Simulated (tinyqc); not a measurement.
Delta-doped layer in the Thomas-Fermi potential, step by step. Values are carried at full precision from step to step, so a last printed digit may differ when a step is redone from the rounded ones.

All donors ionised in the plane z = 0, zero temperature, energies from the Fermi level EF of the Thomas-Fermi model, which lies at the bulk band edge; c = hbar^2/2m0, q = e^2/(4 pi eps0). Layer in a (001) plane: two valleys with m_z = ml, m_d = mt (unprimed) and four with m_z = mt, m_d = sqrt(ml mt) (primed); m3 = (ml mt^2)^(1/3), gv = 6. With n = (gv/3 pi^2)(m3 (-V)/c)^(3/2) and V'' = -(4 pi q/eps) n for z > 0, the solution is V = -b/(|z| + z0)^4 with sqrt(b) = 20/K, K = (4 pi q/eps)(gv/3 pi^2)(m3/c)^(3/2), and z0^5 = 4b/(e F0), e F0 = 2 pi q N/eps; 1e13/cm^2 = 1e-3/angstrom^2. Exchange and correlation are left out.

Constants: hbar^2/2m0 = 3.80998211 eV angstrom^2; e^2/(4 pi eps0) = 14.39964547 eV angstrom.

Values chosen for the exercise (near those of a delta-doped layer in Si; the results hold for these values, not for the real material): ml = 0.932 m0 (longitudinal mass); mt = 0.185 m0 (transverse mass); eps = 11.4 (dielectric constant); N = 4.6 x 1e13/cm^2 (donor sheet density).

## The Thomas-Fermi well

Give K, b, e F0, z0 and the depth b/z0^4.

K = 0.077247 eV^(-1/2) angstrom^-2
b = 67034 eV angstrom^4
e F0 = 0.036508 eV/angstrom
z0 = 23.62 angstrom
depth = 0.2155 eV

Half of the electrons lie within |z| < (2^(1/5) - 1) z0 = 3.5 angstrom. The mean donor spacing in the plane is 14.7 angstrom, against a Bohr radius 0.529177 eps/m3 = 19.0 angstrom: the spacing is not small against it, so the smeared sheet is a crude model.

## Profile

V = -b/(|z| + z0)^4, n and the share of electrons beyond |z|, (z0/(|z| + z0))^5, at z = 0, 0.1, 0.25, 0.5, 1 and 2 times z0; n = (eps/(4 pi q)) 20 b/(|z| + z0)^6, q = e^2/(4 pi eps0), 1/angstrom^3 = 1e24/cm^3.

Profile:

| z (angstrom) | V (eV) | n (1e19/cm^3) | share beyond |
|---|---|---|---|
| 0.0 | -0.2155 | 48.7 | 1.000 |
| 2.4 | -0.1472 | 27.5 | 0.621 |
| 5.9 | -0.0883 | 12.8 | 0.328 |
| 11.8 | -0.0426 | 4.28 | 0.132 |
| 23.6 | -0.0135 | 0.761 | 0.031 |
| 47.2 | -0.0027 | 0.0668 | 0.004 |

## Subbands

Subbands solve -(c/m_z) psi'' + V psi = E psi on 1280 points of spacing z0/80; up to ten levels for each group, kept if bound with an rms width below 2.5 z0.

List the bound levels with their rms width.

Subbands:

| label | valleys g | m_d (m0) | E (eV) | rms z (angstrom) |
|---|---|---|---|---|
| 0 | 2 | 0.1850 | -0.0917 | 6.6 |
| 0' | 4 | 0.4152 | -0.0497 | 16.5 |
| 1 | 2 | 0.1850 | -0.0098 | 25.7 |

The lowest level lies 57 % of the way up the well, and 0' follows 42 meV higher.

## Filling the subbands

At zero temperature n_i = g m_d (mu - E_i)/(2 pi c) for E_i < mu, c = hbar^2/2m0; find mu from sum n_i = N (1e13/cm^2 = 1e-3/angstrom^2).

mu = -0.0042 eV

n_i in the order of the list (1e13/cm^2): 1.353  3.160  0.087

3 subbands filled in part, the lowest with 29 % of the electrons. The potential was built for a Fermi level at 0; filling its quantised levels puts mu 1.9 % of the depth below that, which shows how nearly the two pictures agree. The fullest is 0', with 69 %.

## Estimate from a V-shaped well

Near z = 0 the well is -depth + e F0 |z|, whose levels are a (c (e F0)^2/m_z)^(1/3) with a = 1.018793 (even) and 2.338107 (odd); c = hbar^2/2m0, m_z = ml, for the unprimed levels.

levels 0 and 1 (eV): -0.0363  0.1959

Level 0 comes out 55 meV too high, since screening flattens the true well away from the plane, and level 1 lands above the rim at 0.

## Checks

- Integral of the Thomas-Fermi density against N, 1e13/cm^2: both 4.600.
- Lowest level on a finer grid (z0/200), eV: both -0.092.

Computed by tinyqc, a small Python program: `OMP_NUM_THREADS=1 python tinyqc.py 1252398 1252399 out.jsonl` (the numbers bound the seed that draws the inputs); one thread of a shared host (Intel(R) Xeon(R) Processor @ 2.30GHz), about 0.1 s for the whole set of steps.
